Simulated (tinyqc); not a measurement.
## Memristor with linear dopant drift, Joglekar window: effect of the film thickness on the first half period

A film of thickness D has a doped share x: R = Ron x + Roff (1 - x), i = v/R, dx/dt = k i F with k = mv Ron/D^2 and F = 1 - (2 x - 1)^(2 p). The drive is v = V0 sin(2 pi f t). The model has no threshold and no heating.

The equation is integrated to convergence over the first half period; the lobe area is the integral of i dv, down branch less up branch.

Values chosen for this exercise: resistance of the fully doped film Ron = 200 ohm; resistance of the undoped film Roff = 5000 ohm; dopant mobility mv = 6.5e-15 m^2/(V s); doped share at t = 0 x0 = 0.49; amplitude V0 = 0.6 V; window exponent p = 2; frequency f = 7 Hz.

Effect of the film thickness on the first half period:
```
D (nm)  x at half period  R0/R(half period)  peak i (uA)  lobe area (uW)
10                0.6458              1.393        263.9           17.36
13                0.5759              1.185        245.7           8.304
17                0.5385              1.096        237.0           4.357
22                0.5184              1.054        232.6           2.458
29                0.5062              1.030        230.0           1.368
38                0.4994              1.017        228.5          0.7817
50                0.4954              1.010        227.7          0.4466
```

Read the table: what changes, and by how much?

As D goes from 10 to 50 nm, x at half period falls from 0.646 to 0.495, the resistance ratio falls from 1.39 to 1.01 and the lobe area falls from 17.4 to 0.447 uW. The rate constant goes as 1/D^2, so the area goes as D^(-2.04) between the last two rows.

Computed by the program tinyqc: `OMP_NUM_THREADS=1 python tinyqc.py 2880067 2880068 out.jsonl`, one thread of a shared Intel Xeon 2.30GHz, about 0.1 s for the whole run.
